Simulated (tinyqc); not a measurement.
Sputter depth profiling of a dopant layer: erosion rate, quantification and the mixing-roughness response: one step, computed by the program tinyqc.

A rastered ion beam erodes silicon (49.94 atoms per nm^3). The measured profile is the true one convolved with a depth response.

Question. Moments. Convolution adds means and variances: the response has mean 0 (shift -w plus exponential mean w) and variance w^2 + sigma^2; a box adds the mean b/2 and the variance b^2/12.

Inputs (values chosen for the exercise, modelled on a dopant in silicon under an oxygen or caesium beam): roughness sigma = 0.43 nm; depth of the top edge z0 = 32 nm; box width b = 14 nm.

True profile: box.

mixing length w = 1.573213 nm

depth of the maximum = 42.97929 nm

Give: centroid; standard deviation; maximum minus centroid.

Answer.

centroid = 39 nm

standard deviation = 4.3581 nm

maximum minus centroid = 3.9793 nm

The centroid stays at the true position while the maximum lies deeper, so depth is read from the centroid.
